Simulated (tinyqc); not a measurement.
# Input admittance of a MOSFET at zero drain bias: distributed channel and distributed gate: what changes with what

Source and drain grounded, strong inversion, w = 2 pi f, Cox = eps0 eox/tox. The channel is an RC line of resistance 1/(mu Cox Vo) per square fed from both ends, so one finger has the intrinsic admittance y = i w Cox L tanh(g)/g per width, g = (1/2) sqrt(i w tau), tau = L^2/(mu Vo). The vertical resistance rv/L is in series with y, the overlaps 2 i w Cov in parallel: y_t = 1/(1/y + rv/L) + 2 i w Cov. The gate strip is a line of Rsh/L per length loaded by y_t, so a finger has Y = y_t Wf tanh(k)/k, k = (Wf/sd) sqrt(y_t Rsh/L); the device has Nf Y.

Inputs (values chosen for the exercise); values of the order met in silicon radio-frequency transistors: relative permittivity of the gate insulator (close to silicon dioxide) eox = 3.9; insulator thickness tox = 3.6 nm; channel length L = 0.23 um; finger width Wf = 2.9 um; number of fingers Nf = 4; channel mobility mu = 310 cm^2/(V s); gate overdrive Vo = 0.59 V; sheet resistance of the gate Rsh = 10 ohm/square; vertical resistivity of the gate stack rv = 1.1 ohm um^2; number of ends at which a finger is contacted sd = 2; overlap and fringe capacitance on each side Cov = 0.17 fF/um; frequency f = 44 GHz.

Constants: eps0 = 8.8541878128e-14 F/cm where lengths are in cm. Results are converted to the units shown.

Each table varies one quantity; the others keep the values above.

## Input impedance against frequency

Low-frequency limits, with c = Cox L and ct = c + 2 Cov: R_strip = Rsh Wf/(3 sd^2 L Nf), R_ch = (c/ct)^2 L/(12 mu Cox Vo Wf Nf), R_vert = (c/ct)^2 rv/(L Wf Nf), C = ct Wf Nf. Z = 1/(Nf Y) = R + 1/(i w C), Q = |Im Z|/R, far-point signal |1/cosh k|.

The same in every row: low-frequency R (ohm) = 10.01.

Results:
```
f (GHz)     w tau      |k|  R (ohm)  C (fF)      Q  signal at the far point
0.4      0.007269  0.02419    10.01   29.54   1346                    1.000
1         0.01817  0.03824    10.01   29.54  538.5                    1.000
5         0.09086  0.08551    10.01   29.54  107.7                    1.000
10         0.1817   0.1209    10.01   29.53  53.85                   0.9999
30         0.5452   0.2093    10.00   29.52  17.97                   0.9989
60          1.090   0.2954    9.998   29.46  9.006                   0.9958
100         1.817   0.3794    9.982   29.32  5.438                   0.9888
300         5.452   0.6223    9.793   27.78  1.950                   0.9262
```

Estimate the missing row, f = 2 GHz.

Computed row:
```
f (GHz)    w tau      |k|  R (ohm)  C (fF)      Q  signal at the far point
2        0.03635  0.05408    10.01   29.54  269.2                    1.000
```

With this row back in the table: R falls from 10.0 to 9.79 ohm and C falls from 29.5 to 27.8 fF. Q goes as f^(-1.00) between the first two rows and f^(-0.93) between the last two, where w tau = 5.45 and |k| = 0.622. The low-frequency limits hold both R and C within 5 % up to f = 100 GHz among the rows.

## Dividing a fixed width into fingers

Total width Wf Nf = 12 um; each finger also has a contact resistance Rc at each contacted end, which adds Rc/(sd Nf). The resistances are low-frequency limits, good while |k| is below about 1; the far-point signal is |1/cosh k| at f, without Rc.

The same in every row: R_ch + R_vert (ohm) = 7.134.

Results:
```
Nf   Wf (um)  R_strip (ohm)  Rc/(sd Nf) for Rc = 30 ohm (ohm)  sum (ohm)  signal at the far point
1      12.00          43.48                             15.00      65.61                   0.8870
2      6.000          10.87                             7.500      25.50                   0.9857
8      1.500         0.6793                             1.875      9.689                   0.9995
16    0.7500         0.1698                            0.9375      8.242                   0.9999
32    0.3750        0.04246                            0.4688      7.646                    1.000
64    0.1875        0.01061                            0.2344      7.379                    1.000
128  0.09375       0.002654                            0.1172      7.254                    1.000
```

Estimate the missing row, Nf = 4.

Computed row:
```
Nf  Wf (um)  R_strip (ohm)  Rc/(sd Nf) for Rc = 30 ohm (ohm)  sum (ohm)  signal at the far point
4     3.000          2.717                             3.750      13.60                   0.9976
```

With this row back in the table: R_strip falls as 1/Nf^2, from 43.5 to 0.00265 ohm, the contact term as 1/Nf, and R_ch + R_vert stays at 7.13 ohm since the total width is fixed. The sum is within a factor 1.5 of that floor from Nf = 8 on. More fingers add wiring capacitance, which is left out.

Computed by the program tinyqc: `OMP_NUM_THREADS=1 python tinyqc.py 2262089 2262090 out.jsonl`, one thread of a shared Intel Xeon 2.30GHz, about 0.01 s for the whole run.
